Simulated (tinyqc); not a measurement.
# Octagonal on-chip spiral inductor, lumped pi model, step by step

tinyqc, about 0.01 s, one thread, Intel Xeon 2.30GHz (shared host): `OMP_NUM_THREADS=1 python tinyqc.py 2302129 2302130 out.jsonl` Printed values are rounded.

Outer diameter do = di + 2 n wd + 2 (n - 1) sp, mean da = (do + di)/2, fill p = (do - di)/(do + di), length l = 3.314 n da. L = 2.25 mu0 n^2 da/(1 + 3.55 p), mu0 = 4 pi 1e-7 H/m. Rs = rho l/(wd delta (1 - exp(-th/delta))), delta = sqrt(rho/(pi f mu0)). Cs = n wd^2 eps0 eo/hu across the coil. At each end Cox = l wd eps0 eo/(2 ho) leads to the substrate branch Rsi = 2 rs he/(l wd) in parallel with Csi = l wd eps0 11.7/(2 he). With one end grounded Y = 1/(Rs + i w L) + i w Cs + 1/[1/(i w Cox) + 1/(1/Rsi + i w Csi)], w = 2 pi f; Q = -Im Y/Re Y. Eddy currents in neighbouring turns and in the substrate are left out.

Parameters, values chosen for the exercise; values of the order met in silicon radio-frequency processes: number of turns n = 3.5; line width wd = 6 um; space between turns sp = 1.5 um; inner diameter di = 140 um; metal thickness th = 4 um; metal resistivity rho = 1.9 uohm cm; oxide below the coil ho = 9.8 um; oxide between coil and underpass hu = 1.4 um; relative permittivity of the oxide eo = 3.9; substrate resistivity rs = 100 ohm cm; effective spreading depth in the substrate he = 80 um; frequency f = 11 GHz.

Constants: eps0 = 8.8541878128e-12 F/m. Results are converted to the units shown.

## Geometry and model elements

do, l, L, delta, Rs, Cs, Cox, Rsi and Csi as defined.

do = 189.5 um
l = 1910.94 um
L = 3.72156 nH
delta = 0.661455 um
Rs = 9.17014 ohm
Cs = 3.10782 fF
Cox = 20.2001 fF
Rsi = 13954.8 ohm
Csi = 7.42355 fF

Rs is 6.06 times the direct-current value in this empirical form, which overstates the skin effect of a flat slab when delta is near th and so stands in for some current crowding.

## Admittance, quality factor and apparent inductance

Series branch 1/(Rs + i w L), substrate branch, total Y, Q = -Im Y/Re Y, apparent inductance Im(1/Y)/w, metal-only value w L/Rs, share of the loss in the substrate Re(substrate branch)/Re Y.

series branch = 0.13843-3.88286i mS
substrate branch = 0.038266+0.376631i mS
Y = 0.17670-3.29143i mS
Q = 18.6277
apparent inductance = 4.38322 nH
w L/Rs = 28.0493
share of the loss in the substrate = 21.6563 %

Q is 66.4 % of the metal-only value.
